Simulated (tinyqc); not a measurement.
Switching field against angle and time: single-domain magnet: Stoner-Wohlfarth switching, Neel-Arrhenius retention, LLG dynamics and spin torque. Computed by tinyqc, a small Python program. Command: `OMP_NUM_THREADS=1 python tinyqc.py 3012069 3012070 out.jsonl macro walk`. One thread of a shared host (Intel(R) Xeon(R) Processor @ 2.30GHz), about 0.02 s of CPU time with the checks.

The moment is uniform, with unit vector m; z is the easy axis. mu_0 = 1.25663706212e-6 T m/A, gamma = 1.76085963023e11 rad/(s T).

Inputs (values chosen for the exercise, for a model magnet):
```
quantity                      value    unit
saturation magnetisation M_s    937    kA/m
diameter d                       27      nm
thickness t                       2      nm
interface anisotropy K_i       1.33  mJ/m^2
bulk anisotropy K_u               0  kJ/m^3
exchange stiffness A             11    pJ/m
temperature T                   358       K
attempt frequency f0              1     GHz
waiting time t_w                  1       s
```

Shape: thin disc, easy axis normal to it.

Constants: k_B = 1.380649e-23 J/K.

Method:
- The disc is treated as an oblate spheroid with p = t/d: N_z = [1 - p arccos(p)/sqrt(1 - p^2)]/(1 - p^2); V = pi d^2 t/4; K_eff = K_u + K_i/t + K_shape, K_shape = -(mu_0 M_s^2/4)(3 N_z - 1); mu_0 H_K = 2 K_eff/M_s.
- Delta = K_eff V/(k_B T); tau = exp(Delta)/f0; probability of a flip within t_w: P = 1 - exp(-t_w/tau). Wall width parameter sqrt(A/K_eff); a two-domain state costs 4 sqrt(A K_eff) times the cross-section that the wall cuts (d t).
- Energy over K_eff V: e(theta) = sin^2(theta) + 2 h cos(theta - psi) for m at the angle theta from +z and a field that points at psi from -z (it pulls m away from +z towards negative theta); h_sw = (cos^(2/3) psi + sin^(2/3) psi)^(-3/2).
- Switching field at T: the h at which the exact barrier equals ln(f0 t_w/ln 2) k_B T (0 if the zero-field barrier is lower). Sharrock form: h_sw [1 - (ln(f0 t_w/ln 2)/Delta)^(1/n)], n = 0.86 + 1.14 h_sw.

stability factor Delta = 46.6332

Fields over H_K:
```
psi (degrees)  h_sw at T = 0  thermal, exact barrier  thermal, Sharrock form
1                    0.90707                 0.31977                 0.31046
10                   0.67381                 0.26967                 0.25993
20                   0.57365                 0.23836                 0.23401
30                   0.52402                 0.22115                 0.22001
45                   0.50000                 0.21247                 0.21294
60                   0.52402                 0.22115                 0.22001
75                   0.61466                 0.25177                 0.24498
89                   0.90707                 0.31977                 0.31046
```

At T = 0 the field is least at 45 degrees, H_K/2, and symmetric about it. Thermal help lowers it to 35 % at 1 degree and 42 % at 45 degrees; the Sharrock form misses the exact barrier by at most about 0.010 H_K, at psi = 10 (and its mirror angle). Caution: a flat cylinder has a smaller N_z than the spheroid of the same t/d, so K_eff of a real disc is larger.

Extremes, crossings and ranges named in words are read from the listed rows.
